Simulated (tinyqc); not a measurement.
# Worked calculation: resonant-tunnelling diode, transfer matrices and Tsu-Esaki current

Program tinyqc, `OMP_NUM_THREADS=1 python tinyqc.py 2600121 2600122 out.jsonl`; Intel Xeon 2.30GHz, shared host, one thread, about 0.1 s. Printed values are rounded.

Emitter (band edge 0), barrier d1, well Lw, barrier d2, collector (edge -V). The bias drops linearly over these layers and none in the contacts; each layer is cut into ns equal slices, flat at the value of their centres. E is the energy of motion across the layers, C = hbar^2/(2 m0), psi and psi'/m are continuous. Transport is coherent, T(E) is taken as independent of the transverse momentum, and charge in the well is ignored.

Inputs (values chosen for the exercise); masses and offsets of a made-up heterostructure: temperature T = 200 K; mass in the well, spacer and contacts mw = 0.05 m0; barrier height U1 = 1.4 eV; barrier mass m1 = 0.15 m0; emitter barrier d1 = 1.2 nm; well width Lw = 2.5 nm; collector barrier d2 = 0.9 nm; slices in each layer ns = 1; Fermi energy of both contacts above their band edges Ef = 0.2 eV; bias of the collector V = 0.37 V; trial energy E = 0.15366 eV.

Constants: q = 1.602176634e-19 C, kB = 1.380649e-23 J/K, hbar = 1.054571817e-34 J s, m0 = 9.1093837015e-31 kg, Vt = kB T/q, hbar^2/(2 m0) = 0.0380998212 eV nm^2. Results are converted to the units shown.

## Slices under bias

U = edge of the layer - V x/Lt at the centre x of each slice, Lt the summed thickness.

```
slice     U (eV)  m (m0)  width (nm)
0       1.351739    0.15         1.2
1      -0.197065    0.05         2.5
2       1.066196    0.15         0.9
```

## Running product of the slice matrices at the trial energy

For the pair (psi, psi'/m) a flat layer has M = [[cos kd, (m/k) sin kd], [-(k/m) sin kd, cos kd]] with k = sqrt(m (E - U)/C) above its edge U, and M = [[cosh Kd, (m/K) sinh Kd], [(K/m) sinh Kd, cosh Kd]] with K = sqrt(m (U - E)/C) below it. Later slices stand to the left. With M acting on (psi, psi'/m) and v = k/m in each lead, T(E) = 4 vL vR/[(vL vR M12 - M21)^2 + (vR M11 + vL M22)^2]. vL = sqrt(mw E/C)/mw, vR = sqrt(mw (E + V)/C)/mw.

Product after each layer:
```
                  M11    M12 (nm)  M21 (1/nm)        M22
barrier d1   6.810660   0.4652871    97.54214   6.810660
well         6.281382   0.4398644   -103.8760  -7.114891
barrier d2  -4.021788  -0.2480904   -84.10018  -5.436498
```

T(E) = 0.03826532

## Transmission at three energies near the peak

three energies (eV): 0.120539  0.126239  0.131939

The same product at each energy.

T(E) at these energies: 0.2987704  0.4326842  0.2702119

## Breit-Wigner parameters from a parabola through 1/T(E)

Near a resonance 1/T(E) = (1/Tp) [1 + (2 (E - Er)/G)^2]. With y = 1/T(E) at E0 - h, E0, E0 + h: a = (y1 + y3 - 2 y2)/(2 h^2), b = (y3 - y1)/(2 h), Er = E0 - b/(2 a), 1/Tp = y2 - b^2/(4 a), G = 2 sqrt(1/(Tp a)), tau = hbar/G.

Er = 0.1258233 eV
Tp = 0.4338949
G = 15.71532 meV
tau = 41.88347 fs

The true maximum of T(E) lies at 0.12570 eV with height 0.4348 and full width 15.63 meV; the fitted G is 0.58 % above that width.

## Current from the resonance alone

J = J0 times the integral over E > 0 of T(E) N(E), N = ln[(1 + exp((Ef - E)/Vt))/(1 + exp((Ef - V - E)/Vt))], J0 = q^2 mw m0 kB T/(2 pi^2 hbar^3) (times 1e-4 for A/cm^2 per eV). For a sharp resonance J = J0 (pi G/2) Tp N(Er), with Er the peak energy, Tp the peak transmission and G the full width at half maximum (in eV). The three values given are estimates from a parabola through three points of 1/T(E).

J0 = 1.394552e7 A/(cm^2 eV)
N(Er) = 4.317346
J = 644.8806 kA/cm^2

The full integral over T(E) gives 592.5 kA/cm^2; the value above is 8.8 % above it. With the exact position, height and width of the peak (Er = 0.12570 eV, Tp = 0.4348, G = 15.63 meV) the formula is 8.6 % above it.
